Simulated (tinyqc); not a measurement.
# Phonon and roughness prefactors from two fields

Problem. At 300 K and high field 1/mu = E^(1/3)/Ap + E^gs/As, E in MV/cm. Find Ap and As.

Values chosen for this exercise: exponent of the roughness term gs = 2.

mu at E = 0.51 and 1.18 MV/cm (cm^2/(V s)): [461.79004, 243.70299]

Answer. Two linear equations in 1/Ap and 1/As.

Ap = 430.0 cm^2/(V s)
As = 846.0 cm^2/(V s)

Computed by the program tinyqc: `OMP_NUM_THREADS=1 python tinyqc.py 2510120 2510121 out.jsonl`, one thread of a shared Intel Xeon 2.30GHz, about 0.01 s for the whole run.
